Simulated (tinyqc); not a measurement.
Lattice vibrations of a chain, step by step. One step of it, computed by the program tinyqc.

Task: Frequencies. omega^2 are the eigenvalues; wavenumber = 521.4708 sqrt(eigenvalue) 1/cm.

D(q) (eV/(angstrom^2 u)):
```
                     1                    2
1             0.836104  -0.390178+0.405288i
2  -0.390178-0.405288i             0.565423
```

Give: eigenvalues; wavenumbers; weights |e|^2 of the mass-weighted modes.

Result:

eigenvalues: 0.122  1.279

wavenumbers (1/cm): 182.2  589.8

weights |e|^2 of the mass-weighted modes:
```
        mode 1  mode 2
atom 1   0.383   0.617
atom 2   0.617   0.383
```
